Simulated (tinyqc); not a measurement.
Worked calculation: Franz-Keldysh effect at a direct gap. Values are carried at full precision from step to step, so a last printed digit may differ when a step is redone from the rounded ones.

Parabolic bands, vertical transitions, no excitons. For each hole band j: mr = me mj/(me + mj); joint density of states J_j(E) = (mr/c)^(3/2) sqrt(E - Eg)/(2 pi^2), both spins, c = hbar^2/2m0; averaged matrix element |e.p|^2 = m0 Ep/6; alpha_j(E) = 4 pi^2 alpha_f c Ep J_j/(3 nr E) in 1/angstrom (alpha_f the fine-structure constant, listed as alpha among the constants), times 1e8 for 1/cm.

In a field Fd (1 kV/cm = 1e-5 V/angstrom) the electro-optic energy of band j is th = (c (e Fd)^2/mr)^(1/3), and sqrt(E - Eg) in J_j is replaced by pi sqrt(th) [Ai'(b)^2 - b Ai(b)^2] with b = (Eg - E)/th; Ai is the Airy function.

Constants: hbar^2/2m0 = 3.80998211 eV angstrom^2; fine-structure constant alpha = 0.007297352564.

Inputs chosen for the exercise (near those of InP; not measured data): Eg = 1.324 eV (direct gap); me = 0.0785 m0 (electron mass); mhh = 0.62 m0 (heavy-hole mass); mlh = 0.0915 m0 (light-hole mass); Ep = 21.4 eV (Kane energy); nr = 3.43 (refractive index); Fd = 110 kV/cm (uniform field); E = 1.343 eV (photon energy); L = 260 micrometre (length of a waveguide).

## Electro-optic energy and length

For each hole band give mr, th and the length th/(e Fd).

Scales:

| hole | mr (m0) | th (meV) | length (angstrom) |
|---|---|---|---|
| heavy | 0.06968 | 40.446 | 36.8 |
| light | 0.04225 | 47.785 | 43.4 |

The light-hole pair has th larger by a factor 1.181, the cube root of the ratio of reduced masses.

## Airy factors at E

Ai is the Airy function, th the electro-optic energy of each hole band from the table (its other columns are not needed here), b = (Eg - E)/th with th in eV; the factor takes the place of sqrt(E - Eg) in the joint density of states.

Form b, Ai(b), Ai'(b) and the factor pi sqrt(th) [Ai'^2 - b Ai^2] for each band, beside sqrt(E - Eg) (zero below the gap).

Factors:

| hole | b | Ai(b) | Ai'(b) | factor (eV^(1/2)) | without field |
|---|---|---|---|---|---|
| heavy | -0.4698 | 0.4695 | -0.2110 | 0.09354 | 0.1378 |
| light | -0.3976 | 0.4537 | -0.2255 | 0.09111 | 0.1378 |

## Absorption with and without the field

Put the factors in place of sqrt(E - Eg) in alpha_j and add the bands; a waveguide of length L changes its transmission by 4.343 (alpha(F) - alpha(0)) L dB.

alpha_j in the field (1/cm): heavy 1.99e+03, light 916

alpha(F) = 2.91e+03 1/cm
alpha(0) = 4322 1/cm
change of loss = -160 dB

Without the field the loss over L is 488 dB, so this energy is of no use for a modulator. Above the gap the field lowers the absorption at this energy; the sign alternates with energy (Franz-Keldysh oscillations). Excitons, which add a sharp peak at low field, are left out.

## Checks

- Airy factor at b = -40 against the zero-field limit sqrt(-b): 6.33 against 6.32.

Program tinyqc; command `OMP_NUM_THREADS=1 python tinyqc.py 1651817 1651818 out.jsonl`; about 0.01 s on one thread of a shared Intel(R) Xeon(R) Processor @ 2.30GHz.
